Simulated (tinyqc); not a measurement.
Body thickness for a wanted scale length.

Inverse problem. A double-gate structure has tan(pi ti/Lambda) tan(pi ts/(2 Lambda)) = ei/eps_r, both angles below pi/2. Find ts.

Values chosen for this exercise; permittivities: semiconductor close to that of silicon, insulator close to that of zirconium oxide:
- eps_r = 11.6 (relative permittivity of the semiconductor)
- ei = 25.9 (relative permittivity of the insulator)
- ti = 6.9 nm (insulator thickness)

Lambda = 19.039761 nm

Answer. The condition is explicit in ts: an arctangent, taken between 0 and pi/2.

ts = 9.70 nm

Numbers from tinyqc (`OMP_NUM_THREADS=1 python tinyqc.py 2420003 2420004 out.jsonl`; about 0.01 s on one thread of a shared Intel Xeon 2.30GHz).
